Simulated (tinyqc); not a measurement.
Mobility against temperature: two scattering mechanisms together, and the Matthiessen rule.

Non-degenerate electrons. 1/tau(x) = x^(1/2)/tA + 1/(tI x^(3/2)), x = E/kT, with tA = ta (T/300)^(-3/2) and tI = ti (T/300)^(3/2) (the screening logarithm is held fixed). <tau> = integral x^(3/2) tau exp(-x) dx/Gamma(5/2); mu = <tau>/(mc m0/e), m0/e = 5.685630e-12 kg/C. Matthiessen: 1/mu = 1/muA + 1/muI with <tau>A = tA Gamma(2)/Gamma(5/2), <tau>I = tI Gamma(4)/Gamma(5/2).

Inputs chosen for the exercise (out of a larger set: masses near those of Ge; tau0 is set for a mobility of the usual size at this n, kL is a free input; freeze-out and phonon drag, which matter near 77 K, are left out; not measured data):
- ta = 72 fs (acoustic tau at E = kT and 300 K)
- ti = 22 fs (impurity tau at E = kT and 300 K)
- mc = 0.1175 m0 (conductivity mass)

rH = <tau^2>/<tau>^2. ta and ti are inputs of their own, not tied to tau0.

Mobilities (cm^2/(V s)):
```
T (K),acoustic,impurity,Matthiessen,exact,rH,Matthiessen/exact
40,1.67e+04,72.4,72.1,71.3,1.892,1.010
60,9.06e+03,133,131,127,1.814,1.032
80,5.89e+03,205,198,185,1.706,1.068
120,3.20e+03,376,337,287,1.486,1.175
160,2.08e+03,579,453,351,1.321,1.289
220,1.29e+03,933,542,387,1.173,1.400
300,811,1.49e+03,525,370,1.081,1.416
400,527,2.29e+03,428,319,1.039,1.343
550,327,3.69e+03,300,244,1.030,1.231
```

The exact mobility peaks at 220 K of those listed. The two mechanisms are equal between 220 and 300 K. The rule overestimates everywhere, most at 300 K (by 42 %), since impurities stop the slow electrons and phonons the fast ones. rH runs between 1.030 and 1.892; the pure limits are 1.178 and 1.933, and the mixture dips below both, since the opposite energy slopes of the two rates leave tau nearly constant. Optical and intervalley phonons, left out, lower real mobilities above about 150 K.

tinyqc: `OMP_NUM_THREADS=1 python tinyqc.py 1650995 1650996 out.jsonl`; about 0.01 s, one thread, shared Intel(R) Xeon(R) Processor @ 2.30GHz.
